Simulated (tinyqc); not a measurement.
# Electron continuity equation in a given potential, Scharfetter-Gummel discretisation: three discretisations compared

Steady state in one dimension: J = q mu n E + q D dn/dx with E = -dpsi/dx and D = mu Vt, dJ/dx = 0, fixed densities nL and nR at the ends. The potential is given, psi = U (x/L)^2, and is not changed by the electrons.

10 equal intervals. Fluxes J_i = (q D/h)(n_(i+1) P_i - n_i Q_i), d_i = (psi_(i+1) - psi_i)/Vt: Scharfetter-Gummel P = B(d), Q = B(-d), B(d) = d/(exp(d) - 1); central P = 1 - d/2, Q = 1 + d/2; upwind P = 1 + max(-d, 0), Q = 1 + max(d, 0). Balance at each inner node: J_i - J_(i-1) = 0. The reference is Scharfetter-Gummel on 2000 intervals.

Parameters, values chosen for the exercise; mobility close to that of 4H silicon carbide at room temperature: temperature T = 300 K; electron mobility mu = 897 cm^2/(V s); length of the region L = 0.48 um; density at x = 0 nL = 1.3e14 cm^-3; density at x = L nR = 0 cm^-3; potential difference psi(L) - psi(0) U = 0.86 V.

Constants: q = 1.602176634e-19 C, kB = 1.380649e-23 J/K, Vt = kB T/q. Results are converted to the units shown.

Densities (cm^-3):

| node | Scharfetter-Gummel | central | upwind | reference |
|---|---|---|---|---|
| 0 | 1.3000e14 | 1.3000e14 | 1.3000e14 | 1.3000e14 |
| 1 | 7.5240e13 | 7.6099e13 | 7.4964e13 | 7.5186e13 |
| 2 | 5.0676e13 | 5.1676e13 | 5.1494e13 | 5.0571e13 |
| 3 | 3.7534e13 | 3.8442e13 | 3.8862e13 | 3.7385e13 |
| 4 | 2.9584e13 | 3.0317e13 | 3.1075e13 | 2.9398e13 |
| 5 | 2.4334e13 | 2.5111e13 | 2.5830e13 | 2.4120e13 |
| 6 | 2.0636e13 | 2.0642e13 | 2.2066e13 | 2.0402e13 |
| 7 | 1.7902e13 | 1.9706e13 | 1.9210e13 | 1.7654e13 |
| 8 | 1.5803e13 | 1.2917e13 | 1.6785e13 | 1.5546e13 |
| 9 | 1.4119e13 | 2.1196e13 | 1.3425e13 | 1.3858e13 |
| 10 | 0 | 0 | 0 | 0 |

What does the comparison show?

Largest errors as a share of the largest reference density listed: Scharfetter-Gummel 0.20 %, central 5.6 %, upwind 1.3 %. The largest |d| is 6.32. Upwinding stays positive but acts as if D were larger by the factor 1 + |d|/2, up to 4.16 here.

Range of the model: The drift velocity mu E exceeds 1e7 cm/s somewhere, where real mobilities no longer stay constant.

Computed by the program tinyqc: `OMP_NUM_THREADS=1 python tinyqc.py 2220105 2220106 out.jsonl`, one thread of a shared Intel Xeon 2.30GHz, about 0.01 s for the whole run.
